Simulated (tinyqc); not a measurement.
Raising U: Hubbard chain of 4 sites, mean field against exact. Computed by the program tinyqc. 

one-body matrix (hopping and site energies) (eV):
```
         1        2        3        4
1   0.0000  -1.4700   0.0000   0.0000
2  -1.4700   0.0000  -1.4700   0.0000
3   0.0000  -1.4700   0.0000  -1.4700
4   0.0000   0.0000  -1.4700   0.0000
```

electrons, up and down: 2  2

Collinear unrestricted mean field (the lowest of 40 random starts) against exact diagonalisation.

Exact and mean-field results (eV):
```
U          U/t   E exact  E mean field  mean |n_up - n_down|  double occupancy, exact  first gap in the sector
0.730    0.497  -5.88167      -5.84404                 0.000                    0.224                    1.614
1.470    1.000  -5.25579      -5.10404                 0.000                    0.199                    1.439
2.940    2.000  -4.22764      -3.67065                 0.393                    0.152                    1.160
4.410    3.000  -3.45072      -2.70773                 0.697                    0.114                    0.951
5.880    4.000  -2.87112      -2.10845                 0.820                    0.085                    0.794
8.820    6.000  -2.10495      -1.44207                 0.918                    0.049                    0.584
11.760   8.000  -1.64224      -1.09084                 0.953                    0.031                    0.457
17.640  12.000  -1.12906      -0.73157                 0.979                    0.015                    0.314
29.400  20.000  -0.68887      -0.44026                 0.993                    0.006                    0.192
```

In absolute terms mean field is worst at U/t = 4.0, 0.763 eV too high: at small U it is nearly exact, and at large U it misses only exchange-scale energies. Its local moments set in at U/t = 2.0 of those listed, a broken symmetry that the exact state of a finite cluster with equal spins does not have. Relative to the exact energy its error is 0.6 % at the smallest U, 36 % at most and 36 % at the largest. The double occupancy falls from 0.224 to 0.006; at the largest U the first gap is 0.65 times the exchange scale 4t^2/U.
